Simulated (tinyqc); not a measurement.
Worked calculation: five-level k.p model folded onto the conduction band. Values are carried at full precision from step to step, so a last printed digit may differ when a step is redone from the rounded ones.

Second-order sums for the lowest conduction level at E: 1/m = 1 + Cm + (Ep/3)(2/E + 1/(E + Dso)) - (Ep2/3)(2/(E7 + D2 - E) + 1/(E7 - E)); g/2 = 1 + Cg - (Ep/3)(1/E - 1/(E + Dso)) - (Ep2/3)(1/(E7 - E) - 1/(E7 + D2 - E)). E is counted from the top of the valence band; E = Eg at the edge.

Constants: hbar^2/2m0 = 3.80998211 eV angstrom^2.

Parameters, chosen for this exercise (near those of ZnSe; shifted at random, so the results belong to these values and not to a real crystal):
```
symbol  value  unit        meaning
Eg      2.795  eV          gap at Gamma to the s-like level
Dso     0.389  eV          spin-orbit splitting
Ep      24.1   eV          Kane energy
E7      7.5    eV          upper Gamma7 conduction level, from the valence top
D2      0.09   eV          its spin-orbit splitting, Gamma8 above Gamma7
Ep2     1.8    eV          Kane energy to the upper levels
Cm      -3                 remote term in 1/m
Cg      -0.02              remote term in g/2
k       0.163  1/angstrom  wave vector along z
```

## Mass and g factor term by term

Evaluate at E = Eg.

Terms:
```
level           part of 1/m  part of g
free + remote       -2.0000     1.9600
Gamma8 valence       5.7484    -5.7484
Gamma7 valence       2.5230     5.0461
Gamma8 upper        -0.2503     0.2503
Gamma7 upper        -0.1275    -0.2550
```

m = 0.1697 m0
g = 1.253

The valence levels give 8.27 to 1/m and the upper levels take 0.38 away. In g the two valence terms nearly cancel when Dso is small against Eg; here Dso/Eg = 0.14 and they leave -0.702, the upper pair -0.005.

## The matrix at one k

For k along z and one spin sector the level c couples to four states. With c0 = hbar^2/2m0, P = sqrt(Ep c0), P2 = sqrt(Ep2 c0): diagonal Eg + (1 + Cm) c0 k^2 for c, and 0, -Dso, E7 + D2, E7 for lh, so, G8 up, G7 up (their own dispersion is left out); couplings of c: sqrt(2/3) P k to lh, sqrt(1/3) P k to so, sqrt(2/3) P2 k to G8 up, sqrt(1/3) P2 k to G7 up (phases chosen real).

Fill in the matrix.

H (eV), rows c, lh, so, G8 up, G7 up and columns alike:
$$\begin{pmatrix}
2.59255 & 1.27530 & 0.90177 & 0.34853 & 0.24645 \\
1.27530 & 0 & 0 & 0 & 0 \\
0.90177 & 0 & -0.38900 & 0 & 0 \\
0.34853 & 0 & 0 & 7.59000 & 0 \\
0.24645 & 0 & 0 & 0 & 7.50000
\end{pmatrix}$$

## Exact folding onto c

Solve E = H_cc + S(E), S(E) = sum_j H_cj^2/(E - H_jj), from E = H_cc, by plain substitution and by Newton steps on E - H_cc - S(E). The weight of c in the state is Z = 1/(1 - dS/dE). The exact level is the third eigenvalue of H from below.

Iterates (eV):
```
step  substitution   Newton
0          2.59255  2.59255
1          3.45594  3.23646
2          3.23025  3.26968
3          3.27863  3.26974
4          3.26776  3.26974
5          3.27018  3.26974
6          3.26964  3.26974
7          3.26976  3.26974
```

exact level = 3.26974 eV
Z = 0.8178

Substitution multiplies the error by about dS/dE = 1 - 1/Z = -0.223 a step, so it alternates; after 7 steps it is off by 2.2e-05 eV, while Newton is within 1e-5 eV from step 3 on.

## Loewdin series

Expanding E = H_cc + S(E) about Eg in powers of k^2, with s_n = sum_j H_cj^2/(Eg - H_jj)^n: order k^2: e2 = (1 + Cm) c0 k^2 + s1; order k^4: e4 = -s2 e2; order k^6: e6 = s3 e2^2 + s2^2 e2.

Give each order and the partial sums, counted from Eg.

s1 (eV), s2 (no unit), s3 (1/eV); (1 + Cm) c0 k^2 is H_cc - Eg: [0.79905, 0.29643, 0.09799]

e2, e4, e6 (eV): [0.59659, -0.17685, 0.08730]

partial sums (eV): [0.59659, 0.41975, 0.50705]

The exact value is 0.47474 eV; the errors of the partial sums are +121.86, -54.99 and +32.31 meV.

## Checks

- Curvature of the exact level at small k against the sum for 1/m: both 5.8936.

(tinyqc, `OMP_NUM_THREADS=1 python tinyqc.py 1081523 1081524 out.jsonl`, Intel(R) Xeon(R) Processor @ 2.30GHz, 1 thread, shared host, about 0.01 s.)
